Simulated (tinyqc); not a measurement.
# Changing the backscatter range beta

Model: electron-beam lithography: double-Gaussian proximity function, edge placement and dose correction for parallel lines. Computed by tinyqc, a small Python program. Command: `OMP_NUM_THREADS=1 python tinyqc.py 3112578 3112579 out.jsonl proximity sweep`. One thread of a shared host (Intel(R) Xeon(R) Processor @ 2.30GHz), about 0.01 s of CPU time with the checks.

Lines are infinitely long. Absorbed energy is counted so that the middle of a very large area written at dose 1 receives 1; the resist develops where it exceeds 1/2.

Inputs (values chosen for the exercise, of the order of those for 20 keV electrons in resist on silicon): forward range alpha = 0.015 micrometre; backscatter ratio eta = 0.7.

line widths (micrometre): 0.031  0.041  1.5  0.093

gaps between the lines (micrometre): 0.076  0.27  0.12

Method:
- The first line starts at x = 0; each next one starts after the width and the gap.
- f(r) = [exp(-r^2/alpha^2)/alpha^2 + eta exp(-r^2/beta^2)/beta^2]/(pi (1 + eta)). A line from a to b at dose d gives E(x) = d [S(alpha) + eta S(beta)]/(1 + eta), S(s) = [erf((b - x)/s) - erf((a - x)/s)]/2.
- M_ij is the mean of E at the two edges of line i from line j at dose 1.
- Uncorrected edge energies are M 1. Solve M d = 1/2 for the doses d that put the mean edge energy of every line at the threshold.

One run for each value:
```
backscatter range beta (micrometre)  largest over smallest dose
1.2                                                      1.2296
1.7                                                      1.1258
2.6                                                      1.0492
3.8                                                      1.0201
5.7                                                      1.0087
8.4                                                      1.0052
12.0                                                     1.0041
18.0                                                     1.0037
```

Over the rows, largest over smallest dose falls from 1.23 to 1.00 (exponent d ln y / d ln x -0.25 between the first rows and -0.0010 between the last).

Extremes, crossings and ranges named in words are read from the listed rows.
